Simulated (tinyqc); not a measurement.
# Current crowding under a contact, resistor ladder against the transmission-line model: effects of single changes

A metal contact of length d and width W on a thin layer of the same width. The metal has no resistance, the sheet resistance under it equals Rsh, and current enters the layer at the front edge x = 0.

Inputs (values chosen for the exercise): sheet resistance of the semiconductor layer Rsh = 170 ohm/sq; specific contact resistivity rc = 1.2e-5 ohm cm^2; contact length d = 6.1 um; contact width W = 290 um.

Each table varies one quantity; the others keep the values above.

## Effect of the contact resistivity

Transfer length Lt = sqrt(rc/Rsh); front resistance Rc = (Rsh Lt/W) coth(d/Lt); end resistance Re = (Rsh Lt/W)/sinh(d/Lt).

Results:
```
rc (ohm cm^2),Lt (um),d/Lt,Rc W (ohm um)
2.9e-7,0.4130,14.77,70.21
7.6e-7,0.6686,9.123,113.7
2e-6,1.085,5.624,184.4
5.1e-6,1.732,3.522,295.0
1.3e-5,2.765,2.206,481.7
3.4e-5,4.472,1.364,866.6
0.00023,11.63,0.5244,4110
0.00059,18.63,0.3274,1.002e4
```

Estimate the missing row, rc = 8.8e-5 ohm cm^2.

Computed row:
```
rc (ohm cm^2),Lt (um),d/Lt,Rc W (ohm um)
8.8e-5,7.195,0.8478,1773
```

With this row back in the table: Rc W rises from 70.2 to 10000 ohm um, as rc^(0.50) between the first two rows (d/Lt = 15) and rc^(0.95) between the last two (d/Lt = 0.33); a long contact gives the power 1/2 and a short one 1.

## Convergence with the number of cells

Cut the contact into n cells of length hc = d/n. Neighbouring cell centres are joined by a = W/(Rsh hc), each centre joins the metal (0 V) by g = W hc/rc, and I enters cell 1 through half a cell: -a v_(i-1) + b_i v_i - a v_(i+1) = I for i = 1 and 0 otherwise, b_i = g + 2 a (g + a at both ends). Rc = v_1/I + 1/(2 a). The error is against Transfer length Lt = sqrt(rc/Rsh); front resistance Rc = (Rsh Lt/W) coth(d/Lt); end resistance Re = (Rsh Lt/W)/sinh(d/Lt).

Convergence with the number of cells:
```
n,hc/Lt,Rc (ohm),error (%)
1,2.296,2.466,55.2
2,1.148,1.842,15.9
4,0.5740,1.656,4.17
8,0.2870,1.606,1.06
16,0.1435,1.594,0.265
32,0.07175,1.590,0.0663
64,0.03587,1.590,0.0166
```

The exact Rc is 1.5893 ohm. The error falls from 55 % to 0.017 %, by a factor of 4.0 over the last doubling: second order in the cell length.

Numbers from tinyqc (`OMP_NUM_THREADS=1 python tinyqc.py 2760155 2760156 out.jsonl`; about 0.01 s on one thread of a shared Intel Xeon 2.30GHz).
